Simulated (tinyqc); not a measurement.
# From point-charge correction -q^2 E back to dielectric constant eps

Model: finite-size error of a charged defect in a periodic cell: Madelung and Makov-Payne terms. Computed by tinyqc, a small Python program. Command: `OMP_NUM_THREADS=1 python tinyqc.py 3002438 3002439 out.jsonl imagecharge inv`. One thread of a shared host (Intel(R) Xeon(R) Processor @ 2.30GHz), about 0.07 s of CPU time with the checks.

L is the cube root of the cell volume. The defect charge is a Gaussian, rho(r) = q (2 pi sigma^2)^(-3/2) exp(-r^2/2 sigma^2), repeated periodically in a uniform neutralising background and screened by a continuum. The model cell energy is E(L) = E_0 + [periodic - isolated electrostatic energy].

Inputs (values chosen for the exercise, for a model host): charge q = -2 e; cell length L = 13.3 angstrom.

Supercell lattice: bcc. Screening: isotropic.

Constants: e^2/(4 pi eps_0) = 14.39964548 eV angstrom.

Method. Cell vectors: (-1,1,1), (1,-1,1), (1,1,-1), scaled to volume L^3. Ewald sum for a unit point charge: scale each Cartesian component of the cell by 1/sqrt(eps_i), giving R', G' and V'; E = [ (1/2) sum erfc(eta R')/R' + (2 pi/V') sum exp(-G'^2/4 eta^2)/G'^2 - eta/sqrt(pi) - pi/(2 V' eta^2) ] e^2/(4 pi eps_0) / sqrt(eps_x eps_y eps_z), over n_i = -6..6, omitting n = (0,0,0), eta = 2/V'^(1/3). alpha = -2 E eps_g L/(e^2/(4 pi eps_0)), eps_g = (eps_x eps_y eps_z)^(1/3).

Problem. A run gave the result below. Find the dielectric constant eps, known to lie between 5.5 and 17.

point-charge correction -q^2 E = 0.6918761 eV

Solution.

Each step takes the trial c = (a f_b - b f_a)/(f_b - f_a), f being the result less the target and a, b, c the logarithms of the listed values; c replaces end b, the old b replaces a if the sign of f changed, and otherwise f_a is halved.

Scan of the range:
```
dielectric constant eps  point-charge correction -q^2 E (eV)
5.50                                                 1.13719
6.64                                                 0.94195
8.01                                                 0.78084
9.67                                                 0.64680
11.70                                                0.53458
14.10                                                0.44359
17.00                                                0.36792
```

False position (Illinois rule, in the logarithm of the input) inside the bracket:
```
step    end a    end b    trial  point-charge correction -q^2 E (eV)
1     8.01000  9.67000  9.07656                             0.689090
2     8.01000  9.07656  9.00992                             0.694186
3     9.07656  9.00992  9.04006                             0.691871
4     9.00992  9.04006  9.04000                             0.691876
5     9.00992  9.04000  9.04000                             0.691876
6     9.04000  9.04000  9.04000                             0.691876
```

Point-charge correction -q^2 E falls at every point of a 13-point scan of the range (every second point is shown), so one value fits; it is bracketed by 8.01 and 9.67. The scan shows a pure power law with exponent -1.000, so scaling from any one row also gives the answer directly. Answer: dielectric constant eps = 9.040.
